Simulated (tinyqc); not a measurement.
Model-solid line-up of a strained alloy layer on a substrate, step by step. Values are carried at full precision from step to step, so a last printed digit may differ when a step is redone from the rounded ones.

All values of the alloy are linear in x but the gap, Eg(x) = (1 - x) Eg_A + x Eg_B - C x (1 - x), and the valence edge, Ev(x) = (1 - x) Ev_A + x Ev_B + fv C x (1 - x); Ec = Ev + Eg. Ev is the top of the unstrained valence band on a scale common to all materials. In the layer only the Gamma valley of the conduction band is followed, also where an X or L valley would lie lower.

Values chosen for the exercise (A near InAs, B near GaAs, substrate near Ge; shifted at random, so the results belong to these values and not to a real crystal): a = (6.056, 5.648) angstrom (lattice constant of A, B); Eg = (0.422, 1.504) eV (gap at Gamma to the s-like level of A, B); Dso = (0.391, 0.344) eV (spin-orbit splitting of A, B); Ev = (-0.59, -0.79) eV (top of the unstrained valence band of A, B); ac = (-5.09, -7.17) eV (conduction deformation potential of A, B); av = (1, 1.16) eV (valence hydrostatic potential of A, B); b = (-1.78, -2) eV (tetragonal shear potential of A, B); d = (-3.64, -4.78) eV (trigonal shear potential of A, B); C11 = (82.6, 120.8) GPa (of A, B); C12 = (45.1, 57.1) GPa (of A, B); C44 = (39.5, 60.8) GPa (of A, B); C = 0.485 eV (bowing of the gap); fv = 0 (share of the bowing taken by the valence edge); x = 0.89 (fraction of B); a_s = 5.658 angstrom (substrate); face = 001 (growth face); Eg_s = 0.736 eV (lowest gap of the substrate); Ev_s = -0.34 eV (substrate valence edge).

## Values of the alloy

Interpolate.

Alloy at x (a in angstrom, C11, C12, C44 in GPa, all else in eV):
```
symbol     value
a         5.6929
Eg        1.3375
Dso       0.3492
Ev       -0.7680
ac       -6.9412
av        1.1424
b        -1.9758
d        -4.6546
C11     116.5980
C12      55.7800
C44      58.4570
```

## Strain on the (001) substrate

Coherent growth on a (001) face: e_par = (a_s - a)/a, e_perp = -2 (C12/C11) e_par; exx = eyy = e_par, ezz = e_perp, no shear.

Use the values of the alloy.

e_par = -0.006127
e_perp = 0.005862

strain tensor in the cubic axes:
```
           x          y         z
x  -0.006127   0.000000  0.000000
y   0.000000  -0.006127  0.000000
z   0.000000   0.000000  0.005862
```

The layer is under compression in the plane; its volume changes by -0.639 %.

## Strained band edges

Strained edges: Ec + ac tr(e); the valence edges are Ev plus the levels of the 6 x 6 matrix of X, Y, Z times spin with -Dso/3 + l exx + m (eyy + ezz) on the diagonal (cyclic), n exy off it, l = av + 2 b, m = av - b, n = sqrt(3) d. Spin-orbit term (Dso/3) L.sigma on X, Y, Z with (L_k)_ij = -i epsilon_kij: <X+|H|Y+> = -i Dso/3, <X+|H|Z-> = Dso/3, <Y+|H|Z-> = -i Dso/3, <Z+|H|X-> = -Dso/3, <Z+|H|Y-> = i Dso/3, <X-|H|Y-> = i Dso/3, and their conjugates; + and - are the spin along z.

Give the hydrostatic shifts, the strain block and the edges.

ac tr(e), av tr(e) (eV): 0.0444  -0.0073

strain block (eV):
```
        X       Y        Z
X  0.0164       0        0
Y       0  0.0164        0
Z       0       0  -0.0547
```

Ec and the three valence edges from the top (eV): 0.6139  -0.7516  -0.7956  -1.1279

strained gap = 1.3655 eV

Strain moves the gap by +28 meV: +52 meV from the volume and -24 meV from the splitting of the valence edge, which always raises the top.

## Offsets against the substrate material

dEc = Ec(substrate) - Ec(layer), dEv = Ev(layer) - Ev(substrate); positive values confine the carrier in the layer. Type I: both of one sign; type II: opposite signs; type III: the gaps do not overlap.

Give also the smallest gap across the interface, min Ec - max Ev.

dEc = -0.2179 eV
dEv = -0.4116 eV

type: I

smallest gap = 0.7360 eV

Both carriers collect in the substrate material; the conduction band takes 35 % of the gap difference.

## Critical thickness (Matthews-Blakeslee, single layer)

h = K (ln(h/b) + 1) with K = b (1 - nu/4)/(4 pi |e_par| (1 + nu)) for 60-degree dislocations, b = a/sqrt(2) the Burgers vector (not the shear potential of the table), nu = C12/(C11 + C12). Iterate from h = 10 b until h changes by less than 1e-6 of itself.

b (Burgers vector) = 4.0255 angstrom
nu = 0.3236
K = 36.31 angstrom

first iterates (angstrom): 40.3  119.9  159.5  169.9  172.2  172.7

critical thickness = 17.28 nm

Thicker layers can relax, and the strained edges then no longer apply; metastable growth often exceeds this equilibrium value.

## Checks

- Valence edges against the closed form for (001) strain: they agree to 1e-10 or better.

(tinyqc, `OMP_NUM_THREADS=1 python tinyqc.py 1080241 1080242 out.jsonl`, Intel(R) Xeon(R) Processor @ 2.30GHz, 1 thread, shared host, about 0.01 s.)
